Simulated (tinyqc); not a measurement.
Worked calculation: CCD on RHF in the sto-3g basis, for H2, spin multiplicity 1. One step of it, computed by the program tinyqc.

Problem. CCD: starting amplitudes. t_ij^ab = <ij||ab> / (e_i + e_j - e_a - e_b), whose energy is MP2.

orbital energies (hartree): MO1 -0.610398, MO2 0.753541

Two-electron integrals over orbitals (pq|rs), unique and non-zero (hartree):
```
(11|11) 0.688866   (21|21) 0.177167   (22|11) 0.676800   (22|22) 0.711580
```

Give: Starting amplitudes; correlation energy.

Solution.

Starting amplitudes (spin orbitals 1a, 1b, ...; amplitudes related by a flip of all spins are not repeated):
```
from      to        t
1a 1b  2a 2b  -0.0649
```

correlation energy = -0.011506 hartree
